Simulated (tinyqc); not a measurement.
From angle of zero net growth back to deposition rate over sputter rate on a flat surface, D/S: physical sputtering: collision-cascade yield, angular dependence, faceting and resputtering in deposition. Computed by tinyqc, a small Python program. Command: `OMP_NUM_THREADS=1 python tinyqc.py 3005597 3005598 out.jsonl sputter inv`. One thread of a shared host (Intel(R) Xeon(R) Processor @ 2.30GHz), about 0.01 s of CPU time with the checks.

Ions start collision cascades; atoms that reach the surface with more than U leave. The target is amorphous or fine-grained.

Inputs (values chosen for the exercise, modelled on krypton ions on cobalt):

| quantity | value | unit |
|---|---|---|
| ion Z1 | 36 | - |
| ion mass M1 | 83.8 | u |
| target Z2 | 27 | - |
| target mass M2 | 58.9 | u |
| surface binding energy U | 4.39 | eV |
| target density N | 90.9 | 1/nm^3 |
| fit factor Q | 0.87 | - |
| ion energy E | 510 | eV |
| current density J | 4.5 | mA/cm^2 |
| angular exponent f | 2.6 | - |
| angle of the largest yield | 79 | degrees |
| angle of incidence | 40 | degrees |

Constants: e = 1.602176634e-19 C.

Method:
- gamma = 4 M1 M2/(M1 + M2)^2; threshold E_th = 6.7 U/gamma for M1 >= M2, else U (1 + 5.7 M1/M2)/gamma. eps = 0.03255 M2 E/(Z1 Z2 (M1 + M2) z), z = (Z1^(2/3) + Z2^(2/3))^(1/2), E in eV; s_n = 3.441 sqrt(eps) ln(eps + 2.718)/(1 + 6.355 sqrt(eps) + eps (6.882 sqrt(eps) - 1.708)); S_n = 84.78 Z1 Z2 M1 s_n/((M1 + M2) z) in eV angstrom^2; alpha = 0.249 (M2/M1)^0.56 + 0.0035 (M2/M1)^1.5 for M1 <= M2, else 0.0875 (M2/M1)^(-0.15) + 0.165 M2/M1; Y0 = 0.042 Q alpha S_n/U [1 - sqrt(E_th/E)]^2.5 (the electronic-loss factor of the full formula is dropped).
- Erosion rate = Y0 J/(e N); 1 cm^2 = 1e14 nm^2.
- Angular law: Y/Y0 = t^f exp(-f cos(a_opt)(t - 1)), t = 1/cos(angle), largest at a_opt. A plane tilted by the angle recedes along the beam at a speed proportional to Y(angle), and along its own normal as Y cos(angle).
- With a directional flux, net growth along the beam is D - S Y(angle)/Y0. Slopes where Y/Y0 exceeds D/S are etched: solve Y/Y0 = D/S below a_opt, if the largest Y/Y0 exceeds D/S. The normal speed is largest where f (1 - cos(a_opt)/cos(angle)) = 1, cos(angle) = f cos(a_opt)/(f - 1), or at angle 0 if this exceeds 1.

Problem. A run gave the result below. Find the deposition rate over sputter rate on a flat surface, D/S, known to lie between 2.2 and 5.2.

angle of zero net growth = 62.77734 degrees

Solution.

Each step takes the trial c = (a f_b - b f_a)/(f_b - f_a), f being the result less the target and a, b, c the logarithms of the listed values; c replaces end b, the old b replaces a if the sign of f changed, and otherwise f_a is halved.

Scan of the range:

| deposition rate over sputter rate on a flat surface, D/S | angle of zero net growth (degrees) |
|---|---|
| 2.20 | 47.6976 |
| 2.54 | 51.5158 |
| 2.93 | 54.9672 |
| 3.38 | 58.1478 |
| 3.90 | 61.1161 |
| 4.51 | 63.9562 |
| 5.20 | 66.6139 |

False position (Illinois rule, in the logarithm of the input) inside the bracket:

| step | end a | end b | trial | angle of zero net growth (degrees) |
|---|---|---|---|---|
| 1 | 3.90000 | 4.51000 | 4.24600 | 62.7957 |
| 2 | 3.90000 | 4.24600 | 4.23821 | 62.7600 |
| 3 | 4.24600 | 4.23821 | 4.24200 | 62.7773 |
| 4 | 4.23821 | 4.24200 | 4.24200 | 62.7773 |

Angle of zero net growth rises at every point of a 13-point scan of the range (every second point is shown), so one value fits; it is bracketed by 3.90 and 4.51. Answer: deposition rate over sputter rate on a flat surface, D/S = 4.242.
